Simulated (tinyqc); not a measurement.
Interface traps from C-V curves, high-low and Terman methods: two steps of the calculation.

MOS capacitor on an n-type substrate; psi is the band bending, negative in depletion; only majority carriers are counted. At the bending psi the Fermi level lies y = xi - psi below the conduction edge at the surface, xi = Vt ln(Nc/Nd). Dit(y) = D0 + D1 exp(-y/E1); traps fill up to the Fermi level, follow the bias and a slow signal, and do not follow a fast one. V is the gate voltage from flat band.

Parameters, values chosen for the exercise; band and dielectric values close to those of 4H silicon carbide: temperature T = 250 K; relative permittivity eps_r = 9.62; conduction-band density of states at T Nc = 1.3e19 cm^-3; donor density Nd = 6.7e16 cm^-3; equivalent oxide thickness EOT = 2 nm; trap density far from the band edge D0 = 3.5e11 cm^-2 eV^-1; band-tail density at the conduction edge D1 = 8.5e12 cm^-2 eV^-1; decay energy of the tail E1 = 0.07 eV; points n = 7; deepest band bending pa = -0.9 V; shallowest band bending pb = -0.032 V.

Constants: q = 1.602176634e-19 C, kB = 1.380649e-23 J/K, Vt = kB T/q, eps0 = 8.8541878128e-14 F/cm where lengths are in cm. Results are converted to the units shown.

Question 1. The curves. Cox = 3.9 eps0/EOT, LD = sqrt(eps0 eps_r Vt/(q Nd)), u = psi/Vt, Cd = (eps0 eps_r/(sqrt(2) LD)) |exp(u) - 1|/sqrt(exp(u) - u - 1). Ideal V0 = psi - sqrt(2) (eps0 eps_r Vt/LD) sqrt(exp(u) - u - 1)/Cox for psi < 0; the traps add dV = (q/Cox) times the integral of Dit from 0 to psi = (q/Cox) [D0 psi + D1 E1 exp(-xi/E1) (exp(psi/E1) - 1)]. 1/C_HF = 1/Cox + 1/Cd, 1/C_LF = 1/Cox + 1/(Cd + q Dit). Take n equally spaced psi from pa to pb.

Wanted: psi; y; Dit; V0; V; C_HF; C_LF; Cox.

Answer 1.

```
point  psi (V)  y (eV)  Dit (cm^-2 eV^-1)   V0 (V)   V (V)  C_HF (nF/cm^2)  C_LF (nF/cm^2)
0      -0.9000   1.013           3.500e11  -0.9734  -1.014           69.25           119.4
1      -0.7553   0.869           3.500e11  -0.8224  -0.858           75.48           125.2
2      -0.6107   0.724           3.503e11  -0.6708  -0.702           83.82           133.1
3      -0.4660   0.579           3.522e11  -0.5182  -0.544           95.79           144.6
4      -0.3213   0.435           3.670e11  -0.3642  -0.385           115.2           164.9
5      -0.1767   0.290           4.847e11  -0.2075  -0.223           156.1           217.8
6      -0.0320   0.145           1.414e12  -0.0417  -0.047           339.4           471.6
```

Cox = 1727 nF/cm^2

At the deepest bending the traps stretch the gate voltage from -0.973 to -1.01 V.

Question 2. High-low extraction. q Dit = (1/C_LF - 1/Cox)^(-1) - (1/C_HF - 1/Cox)^(-1) at each point.

```
point  C_HF (nF/cm^2)  C_LF (nF/cm^2)
0           69.247199       119.35401
1           75.481368       125.22174
2           83.815588       133.09514
3           95.793282       144.62106
4           115.24688       164.88786
5           156.10520       217.82422
6           339.36619       471.62465
```

Cox = 1726.5666 nF/cm^2

Give: Dit by high-low.

Answer 2.

Dit by high-low, point 0 to 6 (cm^-2 eV^-1): [3.5000e11, 3.5003e11, 3.5027e11, 3.5216e11, 3.6705e11, 4.8466e11, 1.4136e12]

tinyqc, about 0.01 s, one thread, Intel Xeon 2.30GHz (shared host): `OMP_NUM_THREADS=1 python tinyqc.py 2030138 2030139 out.jsonl`
